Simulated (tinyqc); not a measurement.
# Critical temperature from a phonon spectrum: McMillan, Allen-Dynes and the linearised Eliashberg equation, step by step

A worked calculation. Computed by tinyqc, a small Python program that keeps every step. Command: `OMP_NUM_THREADS=1 python tinyqc.py 3016568 3016569 out.jsonl eliashberg walk`. One thread of a shared host (Intel(R) Xeon(R) Processor @ 2.30GHz), about 0.01 s of CPU time with the checks. Intermediate numbers are printed to about 5 digits and carried at full precision; extremes and crossings named in words are read from the listed rows.

alpha^2 F(omega) = sum_i (lambda_i omega_i/2) delta(omega - omega_i), so that lambda = 2 int alpha^2 F/omega d omega = sum_i lambda_i.

Inputs (values chosen for the exercise, for a model metal): peak energy omega_1 = 36.5 meV; coupling lambda_1 = 2.41; Coulomb pseudopotential mu* = 0.1; trial temperature = 102 K; Matsubara points N in the small matrix = 3.

Peaks in alpha^2 F: one.

Constants: k_B = 8.617333262e-05 eV/K.

## Moments of the spectrum

omega_log = exp(sum lambda_i ln omega_i / lambda); omega_rms = sqrt(sum lambda_i omega_i^2 / lambda).

lambda = 2.41

omega_log = 36.5 meV

omega_rms = 36.5 meV

## McMillan and Allen-Dynes

McMillan form: k_B T_c = (omega_log/1.2) exp[-1.04 (1 + lambda)/(lambda - mu* (1 + 0.62 lambda))]. Allen-Dynes multiplies it by f1 f2: f1 = [1 + (lambda/L1)^(3/2)]^(1/3), L1 = 2.46 (1 + 3.8 mu*); f2 = 1 + (omega_rms/omega_log - 1) lambda^2/(lambda^2 + L2^2), L2 = 1.82 (1 + 6.3 mu*) omega_rms/omega_log.

T_c, McMillan form = 68.373 K

f1 = 1.1692

f2 = 1

T_c, Allen-Dynes = 79.938 K

The two corrections raise T_c by 16.9 %. Caution: for lambda above about 1.5 the plain McMillan form saturates and falls short. Caution: a phonon-mediated T_c this high is known only in hydrides under high pressure.

## The small kernel at the trial temperature

Linearised Eliashberg equation at omega_n = (2n + 1) pi k_B T, n = 0..N-1: lambda(j) = sum_i lambda_i omega_i^2/(omega_i^2 + (2 pi j k_B T)^2); K_mn = lambda(m - n) + lambda(m + n + 1) - 2 mu*(N) - delta_mn [2m + 1 + lambda(0) + 2 sum_(j=1..m) lambda(j)], with 1/mu*(N) = 1/mu* + ln(omega_rms/omega_N), omega_N = (2N + 1) pi k_B T. T_c is where the largest eigenvalue rho of K is zero.

lambda(j), j = 0, 1, ...: [2.4100, 0.7327, 0.2373, 0.1116, 0.0640, 0.0414]

mu*(N) = 0.12000

K:
```
[[-0.5073, 0.7299, 0.1088],
 [0.7299, -4.5938, 0.5567],
 [0.1088, 0.5567, -7.1385]]
```

## Largest eigenvalue of the small kernel

K is the kernel of the linearised Eliashberg equation on the Matsubara points omega_n = (2n + 1) pi k_B T; T_c is where its largest eigenvalue rho is zero. Diagonalise K; at rho = 0 the eigenvector c is the gap function Delta_n/omega_n up to a factor; away from it Delta_n/Delta_0 = (2n + 1) c_n/c_0 is only an estimate.

largest eigenvalue rho = -0.37478

Delta_n/Delta_0: [1.0000, 0.5312, 0.1533]

rho < 0: in this small matrix the trial temperature lies above T_c.

## Critical temperature from the full kernel

N is the smallest integer at or above 8 omega_max/(2 pi k_B T_AD), omega_max the highest peak and T_AD the Allen-Dynes value.

N used = 7

T_c, Eliashberg = 80.844 K

k_B T_c/omega_log = 0.19086

Allen-Dynes/Eliashberg = 0.98880

McMillan/Eliashberg = 0.84574

## Scaling the whole coupling

All lambda_i are multiplied by s. The last column is the large-lambda limit for mu* = 0, k_B T_c = 0.1827 omega_rms sqrt(lambda).

T_c (K):
```
s    lambda  McMillan  Allen-Dynes  Eliashberg  large-lambda limit
0.6   1.446    46.600        50.57       50.43               93.06
0.8   1.928    59.383        66.87       67.07              107.45
1.0   2.410    68.373        79.94       80.84              120.13
1.3   3.133    77.651        95.95       98.08              136.97
1.7   4.097    85.641       113.47      117.37              156.64
2.3   5.543    92.940       135.32      141.64              182.19
3.2   7.712    99.119       162.71      171.19              214.90
```

McMillan/Eliashberg runs from 0.92 at lambda = 1.45 to 0.58 at 7.71: the exponential form levels off at large lambda, while the true T_c keeps rising (exponent 0.57 between the last rows, tending to 1/2). Allen-Dynes stays within about 5 % over the table. The last row reaches 80 % of the mu* = 0 limit; with mu* above zero T_c stays below that line at any lambda.

## Isotope exponent

T_c ~ M^(-a). All omega_i scale as M^(-1/2) at fixed lambda, but mu* = mu/(1 + mu ln(E_F/omega)) changes: d mu*/d ln omega = mu*^2. In the McMillan form a = (1/2) [1 - 1.04 (1 + lambda)(1 + 0.62 lambda) mu*^2/(lambda - mu* (1 + 0.62 lambda))^2].

isotope exponent a = 0.49053

The exponent is close to the BCS value 1/2.

Checks made by the program: one-point kernel at mu* = 0: rho = lambda(1) - 1 (relative difference below 1e-10); T_c against the Allen-Dynes fit (relative difference 1e-02).
